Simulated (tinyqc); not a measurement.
# Threshold-voltage variability of a planar MOSFET, analytic estimates: effect of the metal grain size

Three independent sources add in quadrature: random dopants in the depleted layer, metal-gate grains of two orientations, and roughness of the two gate edges acting through the roll-off VT = VT(long) - Vr exp(-L/l). These are first-order estimates: no three-dimensional electrostatics, no percolation.

ni = sqrt(Nc Nv) exp(-Eg/(2 Vt)), Eg in volts; Cox = 3.9 eps0/ti; Wd = sqrt(4 eps0 eps_r Vt ln(Na/ni)/(q Na)); dopants: s1 = (q/Cox) sqrt(Na Wd/(3 L W)). Grains: Ng = L W/G^2 (at least 1), s2 = dW sqrt(p (1 - p)/Ng). Edges, with exponential correlation and u = W/La: the mean gate length has sL^2 = 2 De^2 (2/u)[1 - (1 - exp(-u))/u]; s3 = sL (Vr/l) exp(-L/l). s = sqrt(s1^2 + s2^2 + s3^2). l and Vr are held fixed.

Inputs (values chosen for the exercise); material values close to those of silicon: temperature T = 300 K; band gap Eg = 1.11 eV; relative permittivity of the semiconductor eps_r = 11.9; conduction-band density of states at T Nc = 2.84e19 cm^-3; valence-band density of states at T Nv = 2.64e19 cm^-3; channel doping Na = 2.5e18 cm^-3; oxide-equivalent thickness in inversion ti = 2.2 nm; gate length L = 90 nm; gate width W = 150 nm; work-function difference of the two grain orientations dW = 0.1 eV; share of the orientation of higher work function p = 0.3; rms roughness of one gate edge De = 1.5 nm; correlation length of the roughness La = 30 nm; decay length of the threshold roll-off l = 18 nm; prefactor of the roll-off Vr = 2.4 V.

Constants: q = 1.602176634e-19 C, kB = 1.380649e-23 J/K, Vt = kB T/q, eps0 = 8.8541878128e-14 F/cm where lengths are in cm. Results are converted to the units shown.

The same in every row: s1 (mV) = 12.104; s3 (mV) = 1.0790.

Effect of the metal grain size:

| G (nm) | s2 (mV) | s (mV) | s sqrt(L W) (mV um) |
|---|---|---|---|
| 2 | 0.78881 | 12.178 | 1.4149 |
| 3 | 1.1832 | 12.209 | 1.4186 |
| 5 | 1.9720 | 12.311 | 1.4304 |
| 7 | 2.7608 | 12.462 | 1.4479 |
| 10 | 3.9441 | 12.776 | 1.4844 |
| 14 | 5.5217 | 13.348 | 1.5509 |
| 20 | 7.8881 | 14.488 | 1.6833 |

As G goes from 2 to 20 nm, s rises from 12.2 to 14.5 mV. The dopants are the largest source in the first and the last row.

Computed by the program tinyqc: `OMP_NUM_THREADS=1 python tinyqc.py 2090126 2090127 out.jsonl`, one thread of a shared Intel Xeon 2.30GHz, about 0.01 s for the whole run.
